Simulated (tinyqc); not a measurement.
# From one set of inputs to another, one input at a time

Model: bias-temperature instability from a Gaussian distribution of capture and emission barriers. Computed by tinyqc, a small Python program. Command: `OMP_NUM_THREADS=1 python tinyqc.py 3014598 3014599 out.jsonl bti ladder`. One thread of a shared host (Intel(R) Xeon(R) Processor @ 2.30GHz), about 0.03 s of CPU time with the checks.

Each trap has a capture time tau_0 exp(E_c/(k_B T)) under stress and an emission time tau_0 exp(E_e/(k_B T)) after it. E_c is Gaussian, and E_e = E_c + d with d Gaussian and independent. A trap counts as filled once t_s exceeds its capture time and as emptied once t_r exceeds its emission time.

The inputs printed are set A. Inputs not listed in the table keep their values of set A, so the rows need not describe a real material.

Inputs (values chosen for the exercise, for a model p-channel transistor):
```
quantity                                      value        unit
shift with all traps filled V_max               110          mV
mean capture barrier at zero field mu_c        1.91          eV
spread of capture barriers sigma_c             0.34          eV
lowering of mu_c per field k_F                 0.04  eV/(MV/cm)
oxide field F                                   8.4       MV/cm
mean of E_e - E_c at the stress field, delta  0.066          eV
spread of E_e - E_c, sigma_d                   0.15          eV
time constant tau_0                           2e-09           s
temperature T                                    85           C
stress time t_s                               60000           s
recovery time t_r                             1e-06           s
```

Constants: k_B = 8.617333262e-05 eV/K.

Method:
- Demarcation energies E_s = k_B T ln(t_s/tau_0), E_r = k_B T ln(t_r/tau_0); mean barrier mu = mu_c - k_F F; z = (E_s - mu)/sigma_c; Phi is the standard normal distribution.
- Temperatures in kelvin are T(C) + 273.15.
- Shift without recovery dV0 = V_max Phi(z); local time exponent n = d ln dV0/d ln t_s = (k_B T/sigma_c) exp(-z^2/2)/(sqrt(2 pi) Phi(z)); apparent activation energy n E_s.
- Remaining shift dV = V_max int_(-infinity)^(E_s) g(E_c) [1 - Phi((E_r - E_c - delta)/sigma_d)] dE_c, g the Gaussian density of E_c (Gauss-Legendre, 120 points over 7 sigma_c below E_s).

Each row keeps all changes above it:
```
input moved                                         from     to  time exponent n  remaining share dV/dV0  apparent activation energy (eV)
set A                                                  -      -          0.20045                 0.99861                          0.19198
temperature T (C)                                     85    105          0.19855                 0.99888                          0.20078
shift with all traps filled V_max (mV)               110    250          0.19855                 0.99888                          0.20078
mean of E_e - E_c at the stress field, delta (eV)  0.066   -0.2          0.19855                 0.98346                          0.20078
lowering of mu_c per field k_F (eV/(MV/cm))         0.04  0.049          0.18035                 0.97901                          0.18238
recovery time t_r (s)                              1e-06  0.001          0.18035                 0.87581                          0.18238
mean capture barrier at zero field mu_c (eV)        1.91   1.69          0.13000                 0.81612                          0.13146
spread of capture barriers sigma_c (eV)             0.34   0.35          0.12467                 0.80466                          0.12607
```

Where does the difference come from?

Time exponent n goes from 0.200 to 0.125, a factor 0.622 in all. The largest single move comes from mean capture barrier at zero field mu_c (a factor 0.721). Remaining share dV/dV0 goes from 0.999 to 0.805, a factor 0.806 in all. The largest single move comes from recovery time t_r (a factor 0.895). Apparent activation energy goes from 0.192 to 0.126, a factor 0.657 in all. The largest single move comes from mean capture barrier at zero field mu_c (a factor 0.721), and temperature T works against it (a factor 1.05). The single moves hold for this order of the switches; the total does not depend on the order.

Extremes, crossings and ranges named in words are read from the listed rows.
